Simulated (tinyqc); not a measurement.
## Thermophotovoltaic cell, detailed-balance limit: effect of the cell temperature

Every photon above the gap Eg makes one pair and none below is absorbed; carriers thermalise at T and move without loss. Jsc = q F Phi(Eg, Ts); the dark current is J0 = q ge Phi(Eg, T)/ERE with the Boltzmann factor exp(V/Vt). Photons below the gap return to the emitter with reflectance Rf, and the efficiency is the electrical power over the radiant power not returned (luminescence back to the emitter is not credited).

Photon flux above E from a black body at temperature T into a hemisphere: Phi(E, T) = A sum_k exp(-k E/th)[E^2 th/k + 2 E th^2/k^2 + 2 th^3/k^3], k = 1, 2, ..., with th = kB T/q in eV and A = 2 pi q^3/(h^3 c^2). J(V) = Jsc - J0 (exp(V/Vt) - 1); Voc = Vt ln(1 + Jsc/J0); at maximum power v = Vmp/Vt solves (1 + v) exp(v) = 1 + Jsc/J0. Pin = F sigma Ts^4, sigma = 2 pi^5 kB^4/(15 h^3 c^2). Power above the gap: Pg = F A q sum_k exp(-k Eg/th)[Eg^3 a + 3 Eg^2 a^2 + 6 Eg a^3 + 6 a^4], a = th/k at Ts; power not returned Pab = Pin - Rf (Pin - Pg). FF = Vmp Jmp/(Voc Jsc).

Values chosen for this exercise: emitter temperature Ts = 1400 K; share of the hemisphere filled by the emitter F = 0.41; reflectance for photons below the gap Rf = 0; external radiative efficiency ERE = 0.3; number of faces that emit ge = 2; band gap Eg = 0.9 eV.

Constants: q = 1.602176634e-19 C, kB = 1.380649e-23 J/K, h = 6.62607015e-34 J s, c = 299792458 m/s, Vt = kB T/q. Results are converted to the units shown.

The same in every row: Jsc (mA/cm^2) = 476.3.

Results:
```
T (K)  Voc (V)  Eg/q - Voc (V)      FF  efficiency (%)
200     0.7608          0.1392  0.8935           3.626
240     0.7291          0.1709  0.8735           3.397
280     0.6967          0.2033  0.8530           3.170
320     0.6637          0.2363  0.8320           2.945
360     0.6303          0.2697  0.8101           2.723
400     0.5964          0.3036  0.7873           2.504
480     0.5275          0.3725  0.7382           2.077
```

Estimate the missing row, T = 440 K.

Computed row:
```
T (K)  Voc (V)  Eg/q - Voc (V)      FF  efficiency (%)
440     0.5622          0.3378  0.7634           2.289
```

With this row back in the table: As T goes from 200 to 480 K, Jsc stays at 476 mA/cm^2, Voc falls from 0.761 to 0.528 V and the efficiency falls from 3.63 to 2.08 %. Voc changes by -0.833 mV/K on average with Eg fixed, and the efficiency by -0.20 % of itself per kelvin.

Computed by the program tinyqc: `OMP_NUM_THREADS=1 python tinyqc.py 2820018 2820019 out.jsonl`, one thread of a shared Intel Xeon 2.30GHz, about 0.01 s for the whole run.
